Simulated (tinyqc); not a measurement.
Bandgap voltage reference from two bipolar transistors: two steps of the calculation.

Two transistors of area 1 and N carry the same current I. Is(T) = Is (T/T0)^eta exp[(Vg0 q/kB)(1/T0 - 1/T)], VBE1 = Vt ln(I/Is(T)) + I rb, VBE2 = Vt ln(I/(N Is(T))) + I rb/N. The amplifier forces I R1(T) = VBE1 - VBE2 + Vos, with R(T) = R (1 + tc (T - T0)) for both resistors, and the output is Vref = VBE1 + I R2(T). Base currents and the Early effect are neglected.

Values chosen for this exercise; values of the order met in silicon bipolar transistors: reference temperature T0 = 300 K; band-gap voltage extrapolated to 0 K Vg0 = 1.167 V; temperature exponent of the saturation current eta = 4.3; saturation current of the unit transistor at T0 Is = 7.4e-16 A; area ratio of the second transistor N = 24; resistor across which the difference of VBE falls, at T0 R1 = 5.5 kohm; temperature coefficient of both resistors tc = 1400 ppm/K; offset of the amplifier Vos = 2.1 mV; series resistance of the unit transistor rb = 31 ohm; output resistor at T0 R2 = 44.21 kohm.

Constants: q = 1.602176634e-19 C, kB = 1.380649e-23 J/K. Results are converted to the units shown.

Question 1. Operating point at the reference temperature. Vt = kB T/q; I = (Vt ln N + Vos)/(R1(T) - rb (1 - 1/N)). Evaluate at T = T0.

Find: Vt; I; Is(T); VBE1; I R2; Vref.

Answer 1.

Vt = 0.02585 V
I = 15.40 uA
Is(T) = 7.400e-16 A
VBE1 = 0.6147 V
I R2 = 0.6810 V
Vref = 1.296 V

Question 2. Resistor for zero slope at T0, ideal case. With tc = 0, Vos = 0 and rb = 0 the current is proportional to T, dVBE/dT = (VBE - Vg0 - (eta - 1) Vt)/T, and Vref has zero slope at T0 when Vref = Vg0 + (eta - 1) Vt0. Find VBE1, its slope, that Vref, R2/R1 and the curvature d2Vref/dT2 = -(eta - 1) kB/(q T0).

Give: VBE1; dVBE/dT; Vref; R2/R1; curvature.

Answer 2.

VBE1 = 0.61342 V
dVBE/dT = -2.1296 mV/K
Vref = 1.2523 V
R2/R1 = 7.7762
curvature = -0.94791 uV/K^2

Program tinyqc, `OMP_NUM_THREADS=1 python tinyqc.py 2062093 2062094 out.jsonl`; Intel Xeon 2.30GHz, shared host, one thread, about 0.03 s.
